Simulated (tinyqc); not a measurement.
Short-channel transistor, virtual-source model with series resistance: effect of the channel length on the on and off currents.

The current per gate width is the charge at the top of the source barrier (the virtual source) times its velocity times a saturation function; al and be are fitting constants of the model. Units: I in uA/um, Rs in ohm um, so I Rs = 1e-6 I Rs in volts; Q in uC/cm^2, so I = 1e-4 Q vx0 Fsat with vx0 in cm/s.

Intrinsic voltages Vg' = Vgs - I Rs, Vd' = Vds - 2 I Rs. n = n0 + nd Vd', VT = VT0 - dl Vd', Ff = 1/(1 + exp((Vg' - VT + al Vt/2)/(al Vt))), Q = Cinv n Vt ln(1 + exp((Vg' - VT + al Vt Ff)/(n Vt))), Vdsat = (vx0 L/mu)(1 - Ff) + Vt Ff, Fsat = u/(1 + u^be)^(1/be) with u = Vd'/Vdsat, and I = Q vx0 Fsat per width. I is solved self-consistently. Ion is I at Vgs = Vds = 0.9 V, Ioff at Vgs = 0, Vds = 0.9 V, and Rlin = Vds/I at Vgs = 0.9 V, Vds = 0.05 V. mu, vx0, VT0, dl and n0 are held fixed.

Inputs (values chosen for the exercise):
```
symbol,value,unit,meaning
T,300,K,temperature
Cinv,1.42,uF/cm^2,inversion capacitance
vx0,1.68e7,cm/s,velocity at the virtual source
mu,1100,cm^2/(V s),apparent mobility
VT0,0.304,V,threshold at zero drain voltage
dl,0.03,V/V,drain-induced barrier lowering
n0,1.42,,subthreshold factor
nd,0,1/V,growth of n with drain voltage
al,3.5,,threshold shift (in units of Vt) from weak to strong inversion
be,1.4,,sharpness of saturation
Rs,120,ohm um,series resistance of each contact
```

Constants: q = 1.602176634e-19 C, kB = 1.380649e-23 J/K, Vt = kB T/q. Results are converted to the units shown.

Result of one run:
```
L (nm)	Ion (uA/um)	Ioff (nA/um)	log10(Ion/Ioff)	Rlin (ohm um)
130	1036	450.4	3.362	386.9
```

What becomes of these results when the channel length L is changed from 130 to 85 nm, all else the same?

Result of the changed run:
```
L (nm)	Ion (uA/um)	Ioff (nA/um)	log10(Ion/Ioff)	Rlin (ohm um)
85	1079	451.1	3.379	337.0
```

The whole series:
```
L (nm)	Ion (uA/um)	Ioff (nA/um)	log10(Ion/Ioff)	Rlin (ohm um)
10	1137	452.1	3.401	251.8
15	1135	452.1	3.400	257.6
24	1129	451.9	3.398	268.0
36	1121	451.8	3.395	281.8
55	1105	451.5	3.389	303.4
85	1079	451.1	3.379	337.0
130	1036	450.4	3.362	386.9
200	970.5	449.3	3.334	463.6
```

As L goes from 10 to 200 nm, Ion falls from 1140 to 970 uA/um, Ioff falls from 452 to 449 nA/um and Rlin rises from 252 to 464 ohm um. Ion changes by a factor of 0.853 and Ioff by 0.994. Below threshold Vdsat is near Vt, so L and mu hardly reach the off current. At L = 200 nm the channel is long for this model, whose fixed vx0 belongs to short devices.

Program tinyqc, `OMP_NUM_THREADS=1 python tinyqc.py 2380111 2380112 out.jsonl`; Intel Xeon 2.30GHz, shared host, one thread, about 0.01 s.
